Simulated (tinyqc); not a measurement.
True capacitance, leakage and series resistance from two frequencies.

Inverse problem. A capacitance C in parallel with G and in series with Rs is measured as Cp and D = Gp/(w Cp) at two frequencies. The series reading Cs = Cp (1 + D^2) equals C + G^2/(w^2 C), and Re Z = D/(w Cp (1 + D^2)) = Rs + G/(G^2 + w^2 C^2). Find C, G and Rs.

f (Hz): 2e5  6e5
Cp (pF): 6.20691485  6.20658510
D: 0.468228346  0.162956503

Answer. w^2 Cs = w^2 C + G^2/C is a straight line in w^2 with slope C; the intercept gives G, and the real part then gives Rs.

C = 6.22 pF
G = 3.64 uS
Rs = 330 ohm

Numbers from tinyqc (`OMP_NUM_THREADS=1 python tinyqc.py 2022116 2022117 out.jsonl`; about 0.01 s on one thread of a shared Intel Xeon 2.30GHz).
